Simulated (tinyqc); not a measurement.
## Density of surface states from the Kelvin-probe reading

Problem. n-type bulk, xi = Ec - EF = Vt ln(Nc/Nd), p0 = ni^2/Nd, ni = sqrt(Nc Nv) exp(-Eg/(2 Vt)), Eg in volts. b is the upward band bending, u = b/Vt. Space charge per area, in units of q: Qc = sign(b) sqrt((2 eps0 eps_r Vt/q) [(Nd + dn)(exp(-u) - 1) + Nd u + (p0 + dn)(exp(u) - 1)]), with dn the excess density under light (flat quasi-Fermi levels; 0 in the dark). The states hold -Ds (E0 - xi - b): negative while the Fermi level lies above the neutrality level. Neutrality: Qc + Qf + (charge of the states) = 0. Work function chi + xi + b; contact potential difference CPD = (work function of the sample) - pt. Find b, Qc and Ds.

Values chosen for this exercise; band and dielectric values close to those of gallium nitride:

| symbol | value | unit | meaning |
|---|---|---|---|
| T | 350 | K | temperature |
| Eg | 3.36 | eV | band gap |
| eps_r | 9.68 |  | relative permittivity |
| Nc | 2.86e18 | cm^-3 | conduction-band density of states at T |
| Nv | 5.73e19 | cm^-3 | valence-band density of states at T |
| chi | 4.18 | eV | electron affinity |
| Nd | 1.2e15 | cm^-3 | donor density |
| Qf | 1.9e10 | cm^-2 | fixed positive charge at the surface |
| pt | 5.1 | eV | work function of the probe tip |
| E0 | 1.11 | eV | depth of their neutrality level below the conduction edge |

Constants: q = 1.602176634e-19 C, kB = 1.380649e-23 J/K, Vt = kB T/q, eps0 = 8.8541878128e-14 F/cm where lengths are in cm. Results are converted to the units shown.

CPD = 24.656278 mV

Solution. The CPD gives b, b gives Qc, and neutrality gives Ds.

b = 0.710 V
Qc = 9.34e10 cm^-2
Ds = 6.80e11 cm^-2 eV^-1

tinyqc, about 0.01 s, one thread, Intel Xeon 2.30GHz (shared host): `OMP_NUM_THREADS=1 python tinyqc.py 2430033 2430034 out.jsonl`
